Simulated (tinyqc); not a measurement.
From mean radius back to cooling rate q: nucleation and growth of vacancy voids in a cooling silicon-like crystal. Computed by tinyqc, a small Python program. Command: `OMP_NUM_THREADS=1 python tinyqc.py 3019805 3019806 out.jsonl voids inv`. One thread of a shared host (Intel(R) Xeon(R) Processor @ 2.30GHz), about 0.6 s of CPU time with the checks.

Spherical voids; vacancies are lost only to voids.

Inputs (values chosen for the exercise, for a model crystal): vacancy density at the melting point C_m = 4.8e+14 1/cm^3; formation energy E_f = 4.19 eV; melting point T_m = 1685 K; diffusion prefactor D0 = 0.00068 cm^2/s; migration energy E_m = 0.37 eV; site density rho = 5e+22 1/cm^3; void surface energy gamma = 0.852 J/m^2; vacancy excess C0 = 3e+13 1/cm^3; temperature step = 0.2 K.

Vacancy supply: given.

Constants: k_B = 8.617333262e-05 eV/K; k_B = 1.380649e-23 J/K.

Method:
- C = C0 as given.
- C_e = C_m exp[-(E_f/k_B)(1/T - 1/T_m)]; D = D0 exp(-E_m/(k_B T)); f = k_B T ln(C/C_e); r* = 2 gamma/(rho f); W* = 16 pi gamma^3/(3 rho^2 f^2); Z = f/sqrt(12 pi W* k_B T); I = rho Z (4 pi r* D C) exp(-W*/(k_B T)).
- March down from 1500 K in steps dT, dt = dT/q, with values at the upper end of each step: a class of I dt voids is born with r*; then all classes grow by r^2 += 2 D (C - C_e) dt/rho; C falls by the vacancies added to voids. Stop at 1150 K. T_n is the T of the largest I, N the final count (classes under 1e-6 /cm^3 are dropped), and the mean radius the number average.

Problem. A run gave the result below. Find the cooling rate q, known to lie between 9.2 and 22 K/min.

mean radius = 16.68546 nm

Solution.

Each step takes the trial c = (a f_b - b f_a)/(f_b - f_a), f being the result less the target and a, b, c the logarithms of the listed values; c replaces end b, the old b replaces a if the sign of f changed, and otherwise f_a is halved.

Scan of the range:
```
cooling rate q (K/min)  mean radius (nm)
9.2                              18.2532
10.6                             17.0289
12.3                             15.8319
14.2                             14.7561
16.5                             13.7103
19.0                             12.7954
22.0                             11.9096
```

False position (Illinois rule, in the logarithm of the input) inside the bracket:
```
step    end a    end b    trial  mean radius (nm)
1     10.6000  12.3000  11.0622           16.6765
2     10.6000  11.0622  11.0387           16.6938
3     11.0622  11.0387  11.0500           16.6855
4     11.0387  11.0500  11.0500           16.6855
```

Mean radius falls at every point of a 13-point scan of the range (every second point is shown), so one value fits; it is bracketed by 10.6 and 12.3. Answer: cooling rate q = 11.05 K/min.
